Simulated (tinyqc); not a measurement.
Length of a molecular wire: coherent transport through a tight-binding bridge. Computed by the program tinyqc. T = Gamma_L Gamma_R |G_1n|^2 with the self-energies of semi-infinite chains.

A uniform bridge between two chains:
```
parameter,value
site energy (eV),0.380000
hopping in the bridge (eV),0.410000
lead hopping (eV),2.340000
couplings (eV),"1.12, 0.4"
E (eV),-0.440000
```

Transmission against length:
```
sites,T,ln T
2,5.8921e-02,-2.8315
4,1.8197e-02,-4.0065
5,1.2126e-02,-4.4124
6,8.6465e-03,-4.7506
7,6.4715e-03,-5.0403
8,5.0233e-03,-5.2937
9,4.0112e-03,-5.5187
10,3.2765e-03,-5.7210
```

Estimate the missing row, sites = 3.

Computed row:
```
sites           T     ln T
3      3.0190e-02  -3.5002
```

E lies outside the band of the bridge (|E - e|/2h = 1.000 > 1), so T decays as exp(-beta n) with beta = 2 arccosh(1.000) = 0.0000 a site; the last two rows give 0.2023.
